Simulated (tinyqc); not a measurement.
# Thermal and gravitational stress in a wafer during furnace and rapid thermal processing, and the onset of slip, step by step

A worked calculation. Computed by tinyqc, a small Python program that keeps every step. Command: `OMP_NUM_THREADS=1 python tinyqc.py 3015922 3015923 out.jsonl slip walk`. One thread of a shared host (Intel(R) Xeon(R) Processor @ 2.30GHz), about 0.01 s of CPU time with the checks. Intermediate numbers are printed to about 7 digits and carried at full precision; extremes and crossings named in words are read from the listed rows.

A thin free disc in plane stress, isotropic; T(r) = T_centre + dT (r/R)^n with n = 2. Stress is positive in tension; sigma_SB = 5.670374419e-8 W/(m^2 K^4), g = 9.80665 m/s^2.

Inputs (values chosen for the exercise, modelled on silicon):

| quantity | value | unit |
|---|---|---|
| wafer radius R | 150 | mm |
| thickness t | 775 | micrometre |
| Young's modulus E | 142 | GPa |
| Poisson ratio nu | 0.23 | - |
| expansion alpha | 4.35 | 1e-6/K |
| edge less centre temperature dT | -12 | K |
| temperature T | 1200 | K |
| prefactor A of the critical stress | 0.00034 | MPa |
| energy U of the critical stress | 0.981 | eV |
| density rho | 2330 | kg/m^3 |
| heat capacity c | 978 | J/(kg K) |
| conductivity k | 29.1 | W/(m K) |
| wafer spacing s | 9.4 | mm |
| ramp rate | 4.5 | K/min |
| radius of the support ring over R | 0.75 | - |

Temperature profile: parabolic.

Constants: k_B = 8.617333262e-05 eV/K.

## Thermal stress

With x = r/R: s_rr = alpha E dT (1 - x^n)/(n + 2), s_tt = alpha E dT [1 - (n + 1) x^n]/(n + 2).

Temperature and stresses at r/R = 0, 0.3, 0.5, 0.7, 0.8, 0.9, 0.95, 1:

| r/R | T - T_centre (K) | s_rr (MPa) | s_tt (MPa) |
|---|---|---|---|
| 0.00 | 0.00 | -1.853100 | -1.853100 |
| 0.30 | -1.08 | -1.686321 | -1.352763 |
| 0.50 | -3.00 | -1.389825 | -0.463275 |
| 0.70 | -5.88 | -0.945081 | 0.870957 |
| 0.80 | -7.68 | -0.667116 | 1.704852 |
| 0.90 | -9.72 | -0.352089 | 2.649933 |
| 0.95 | -10.83 | -0.180677 | 3.164168 |
| 1.00 | -12.00 | 0.000000 | 3.706200 |

hoop stress at the edge = 3.7062 MPa

r/R where s_tt = 0 = 0.5773503

The cold edge is stretched; the edge stress is n times that at the centre in size.

## Resolved stress round the edge

At the edge the stress is uniaxial along the tangent d = (cos phi, sin phi, 0) of a (001) wafer; the Schmid factor is the largest |(d.n)(d.b)| over the twelve {111}<110> systems.

Schmid factor and resolved stress at phi = 0, 7.5, 15, 22.5, 30, 37.5 and 45 degrees from [100]:

| phi from [100] (degrees) | Schmid factor | resolved stress (MPa) |
|---|---|---|
| 0.0 | 0.4082483 | 1.513050 |
| 7.5 | 0.4541241 | 1.683075 |
| 15.0 | 0.4829629 | 1.789957 |
| 22.5 | 0.4927993 | 1.826413 |
| 30.0 | 0.4829629 | 1.789957 |
| 37.5 | 0.4541241 | 1.683075 |
| 45.0 | 0.4082483 | 1.513050 |

The factor is 1/sqrt(6) = 0.408 along <100> and <110> and peaks at 0.4928 at 22.5 degrees, so slip, if any, starts at eight places between these directions.

## Slip criterion

Critical resolved stress tau_c = A exp(U/(k_B T)), a form chosen for the exercise; slip when 0.492799 |s_tt(R)| > tau_c; allowed |dT| = tau_c (n + 2)/(0.492799 n alpha E).

critical stress tau_c = 4.482266 MPa

resolved over critical stress = 0.4074753

allowed |dT| = 29.44963 K

No slip; the margin is a factor 2.5.

## Ramp rate in a batch furnace

In a stack heated from the rim, heat flows inward by conduction and by radiation between wafers: k_eff = k + (16/3) sigma_SB T^3 s^2/t (a diffusion estimate with the spacing as path length). A steady ramp gives the parabolic lag dT = rho c (ramp) R^2/(4 k_eff); the allowed ramp uses n = 2.

k_eff = 88.68106 W/(m K)

lag of the centre = 10.84046 K

allowed ramp rate = 12.22488 K/min

Radiation carries 67 % of the inward flow. The ramp is 0.37 of the allowed one.

## Gravity

Own weight q = rho g t on a ring of radius b R, x = r/R: moments of an edge-supported plate, M_r = q R^2 (3 + nu)(1 - x^2)/16 and M_t = q R^2 [(3 + nu) - (1 + 3 nu) x^2]/16, less the uniform moment inside the ring load, q R^2 [(1 - nu)(1 - b^2) - 2 (1 + nu) ln b]/8; stress at the lower face = 6 M/t^2.

stress at the centre = 0.2838042 MPa

radial stress at the ring = -0.1681701 MPa

hoop stress at the ring = 0.04732230 MPa

The largest of these is 0.032 tau_c when halved for shear. Point supports give far higher local stress than a ring.

## Position of the support ring

The formulas are those given above.

Stress at the lower face (MPa):

| b | centre | radial at ring | hoop at ring | largest in size |
|---|---|---|---|---|
| 0.40 | -0.6397606 | -0.7683222 | -0.7070266 | 0.7683222 |
| 0.50 | -0.3321715 | -0.5330490 | -0.4372746 | 0.5330490 |
| 0.60 | -0.0668834 | -0.3561469 | -0.2182318 | 0.3561469 |
| 0.65 | 0.0550263 | -0.2844567 | -0.1225979 | 0.2844567 |
| 0.70 | 0.1715877 | -0.2221321 | -0.0344143 | 0.2221321 |
| 0.75 | 0.2838042 | -0.1681701 | 0.0473223 | 0.2838042 |
| 0.80 | 0.3924844 | -0.1217619 | 0.1234205 | 0.3924844 |
| 0.90 | 0.6017682 | -0.0490747 | 0.2612343 | 0.6017682 |
| 1.00 | 0.8035098 | 0.0000000 | 0.3830976 | 0.8035098 |

Among these rows the largest stress is least, 0.222 MPa, for a ring at 0.7 R, 3.6 times below edge support: the overhang balances the sag of the centre. All values scale as R^2/t.

## Limits against temperature

The formulas are those given above.

For the parabolic profile:

| T (K) | tau_c (MPa) | allowed \|dT\| (K) | k_eff (W/(m K)) | allowed ramp (K/min) |
|---|---|---|---|---|
| 1050 | 17.38088 | 114.1968 | 69.0147 | 36.89175 |
| 1125 | 8.43656 | 55.4304 | 78.1933 | 20.28856 |
| 1200 | 4.48227 | 29.4496 | 88.6811 | 12.22488 |
| 1275 | 2.56533 | 16.8549 | 100.5653 | 7.93429 |
| 1350 | 1.56213 | 10.2636 | 113.9332 | 5.47374 |
| 1425 | 1.00223 | 6.5849 | 128.8721 | 3.97231 |
| 1500 | 0.67219 | 4.4165 | 145.4693 | 3.00733 |

From 1050 to 1500 K the allowed difference falls 26 times and the allowed ramp 12 times; radiation, which grows as T^3, gives back a factor 2.11. Ramps must slow as the wafer gets hotter.

Checks made by the program: force balance: the hoop stress integrates to zero (added to the edge stress) (relative difference below 1e-10).
